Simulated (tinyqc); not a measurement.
Comparisons within one model: quaternary alloy A(x)B(1-x)C(y)D(1-y) matched to a substrate. A value that a table varies takes the place of the one given here.

Q(x,y) = x y Q_AC + x (1 - y) Q_AD + (1 - x) y Q_BC + (1 - x)(1 - y) Q_BD for the lattice constant. Gap, rule 1: Q(x,y) - x (1 - x)[y C_ABC + (1 - y) C_ABD] - y (1 - y)[x C_ACD + (1 - x) C_BCD]. Rule 2 (mean of ternaries): {x (1 - x)[y T_ABC(x) + (1 - y) T_ABD(x)] + y (1 - y)[x T_ACD(y) + (1 - x) T_BCD(y)]}/{x (1 - x) + y (1 - y)}, T_ABC(x) = x E_AC + (1 - x) E_BC - C_ABC x (1 - x), T_ACD(y) = y E_AC + (1 - y) E_AD - C_ACD y (1 - y), and alike. Only the Gamma valley is followed.

Matching a(x,y) = a_s gives x = (a_s - y a_BC - (1 - y) a_BD)/(y (a_AC - a_BC) + (1 - y)(a_AD - a_BD)).
Constants: hc = 1239.841984 eV nm.

Parameters, chosen for this exercise (AC, AD, BC, BD near GaAs, GaP, InAs and InP; substrate near InP; the results hold for these values, not for the real material): a = (5.649, 5.451, 6.058, 5.868) angstrom (lattice constants of AC, AD, BC, BD); Eg = (1.507, 2.898, 0.42, 1.413) eV (gaps at Gamma of AC, AD, BC, BD); Cb = (0.421, 0.659, 0.213, 0.102) eV (bowing of ABC, ABD, ACD, BCD); a_s = 5.868 angstrom (substrate); y = 0.08 (fraction of C).

## Along the matched line

x follows from y.

Results:
```
y          x  bilinear (eV)  rule 1 (eV)  rule 2 (eV)  wavelength 1 (nm)  wavelength 2 (nm)
0.03  0.0137         1.4034       1.3916       1.3985                891                887
0.15  0.0685         1.3617       1.3080       1.3392                948                926
0.27  0.1237         1.3152       1.2280       1.2777               1010                970
0.39  0.1790         1.2638       1.1516       1.2141               1077               1021
0.51  0.2347         1.2074       1.0789       1.1484               1149               1080
0.63  0.2906         1.1460       1.0098       1.0802               1228               1148
0.75  0.3467         1.0796       0.9445       1.0082               1313               1230
0.87  0.4031         1.0082       0.8828       0.9289               1404               1335
0.99  0.4598         0.9316       0.8249       0.8304               1503               1493
```

What does this show, and why?

The matched alloys span 0.825 to 1.392 eV by rule 1, monotonically in y. Along the line dx/dy is +0.457 between the first two rows and +0.472 between the last two. In energy the two rules differ most at y = 0.63, by 70 meV (80 nm there), which measures how far the ternary data leave the interior open. Miscibility gaps are not considered.

## What each parameter does

x is matched anew each time. Each row changes one parameter from the base and keeps the others.

Results:
```
case                                            x  rule 1 (eV)  rule 2 (eV)
base                                       0.0365       1.3563       1.3740
y = 0.07                                   0.0319       1.3633       1.3790
a_s = 5.872 angstrom                       0.0269       1.3482       1.3626
Cb = (0.505, 0.791, 0.256, 0.122) eV       0.0365       1.3503       1.3716
Eg = (1.557, 2.898, 0.42, 1.413) eV        0.0365       1.3564       1.3742
a = (5.659, 5.451, 6.058, 5.868) angstrom  0.0366       1.3564       1.3741
```

How do the results move?

The largest shifts from the base row, up to three for each result and ties (the steps differ in size, so this ranks the rows, not the parameters). x: a_s -0.0096, y -0.0046, a +0.0001; unchanged at the printed digits by Cb and Eg. rule 1 (eV): a_s -0.0081, y +0.0070, Cb -0.0060. rule 2 (eV): a_s -0.0115, y +0.0049, Cb -0.0025.

(tinyqc, `OMP_NUM_THREADS=1 python tinyqc.py 1050988 1050989 out.jsonl`, Intel(R) Xeon(R) Processor @ 2.30GHz, 1 thread, shared host, about 0.01 s.)
